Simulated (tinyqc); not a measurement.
Global model of a low-pressure process discharge: electron temperature, density, ion flux and ion energy. From one set of inputs to another, one input at a time. Computed by tinyqc, a small Python program. Command: `OMP_NUM_THREADS=1 python tinyqc.py 3110376 3110377 out.jsonl plasma ladder`. One thread of a shared host (Intel(R) Xeon(R) Processor @ 2.30GHz), about 0.01 s of CPU time with the checks.

Maxwellian electrons with temperature T_e in eV, one positive ion, no negative ions, uniform bulk density n; rate constants have the Arrhenius form.

The inputs printed are set A. Inputs not listed in the table keep their values of set A, so the rows need not describe a real material.

Inputs (values chosen for the exercise, of the order of those of an inductive discharge in a simple atomic gas): ion mass M = 28 u; ionisation prefactor K0 = 4e-14 m^3/s; ionisation energy E_iz = 12.5 eV; excitation prefactor X0 = 3e-14 m^3/s; excitation energy E_ex = 8.52 eV; elastic rate constant K_el = 1.2e-13 m^3/s; ion-neutral cross section = 6.1e-19 m^2; pressure p = 0.76 Pa; gas temperature T_g = 300 K; radius R = 22 cm; height L = 13 cm; absorbed power P = 100 W; bias power P_b = 24 W; radius of the biased electrode = 10 cm; bias frequency = 13.56 MHz.

Constants: k_B = 1.380649e-23 J/K; e = 1.602176634e-19 C; u = 1.6605390666e-27 kg; m_0 = 9.1093837015e-31 kg; eps_0 = 8.8541878128e-12 F/m.

Method:
- n_g = p/(k_B T_g); lambda_i = 1/(n_g sigma); h_L = 0.86/sqrt(3 + L/(2 lambda_i)), h_R = 0.8/sqrt(4 + R/lambda_i); A_eff = 2 pi R^2 h_L + 2 pi R L h_R; d_eff = pi R^2 L/A_eff.
- Particle balance: K0 exp(-E_iz/T_e) n_g d_eff = u_B, u_B = sqrt(e T_e/M).
- Root found by bracketing.
- E_c = E_iz + (X0 exp(-E_ex/T_e) E_ex + K_el (3 m_0/M) T_e)/K_iz; wall potential V_s = (T_e/2) ln(M/(2 pi m_0)); E_T = E_c + 2 T_e + T_e/2 + V_s; n = P/(e u_B A_eff E_T); ion current density J = e h_L n u_B; ionised share n/n_g.
- All bias power goes to ions: V_b = P_b/(J pi r^2). Debye length at the sheath edge lambda_D = sqrt(eps_0 T_e/(e h_L n)); Child-law sheath s = (sqrt2/3) lambda_D (2 V/T_e)^(3/4), V = V_b + V_s; ion transit time tau_i = 3 s sqrt(M/(2 e V)); collisions in the sheath s/lambda_i.

Each row keeps all changes above it:
```
input moved                       from       to  T_e (eV)  ion current density J (mA/cm^2)  sheath width s (mm)
set A                                -        -     2.006                             0.34                3.320
absorbed power P (W)               100      960     2.006                             3.24                0.243
radius R (cm)                       22       10     2.159                            11.25                0.079
pressure p (Pa)                   0.76      5.8     1.402                             5.79                0.124
ionisation energy E_iz (eV)       12.5     14.3     1.617                             3.02                0.252
excitation prefactor X0 (m^3/s)  3e-14  3.9e-14     1.617                             2.38                0.327
bias power P_b (W)                  24       21     1.617                             2.38                0.302
ionisation prefactor K0 (m^3/s)  4e-14  4.8e-14     1.582                             2.62                0.271
```

T_e goes from 2.01 to 1.58, a factor 0.789 in all. The largest single move comes from pressure p (a factor 0.649), and ionisation energy E_iz works against it (a factor 1.15). ion current density J goes from 0.338 to 2.62, a factor 7.76 in all. The largest single move comes from absorbed power P (a factor 9.60), and pressure p works against it (a factor 0.515). Sheath width s goes from 3.32 to 0.271, a factor 0.0816 in all. The largest single move comes from absorbed power P (a factor 0.0733), and ionisation energy E_iz works against it (a factor 2.03). The single moves hold for this order of the switches; the total does not depend on the order.

Caution (rows pressure p, ionisation energy E_iz, excitation prefactor X0, bias power P_b, ionisation prefactor K0): at so short an ion path the formulas for h_L and h_R give way to the ambipolar-diffusion limit.

Extremes, crossings and ranges named in words are read from the listed rows.
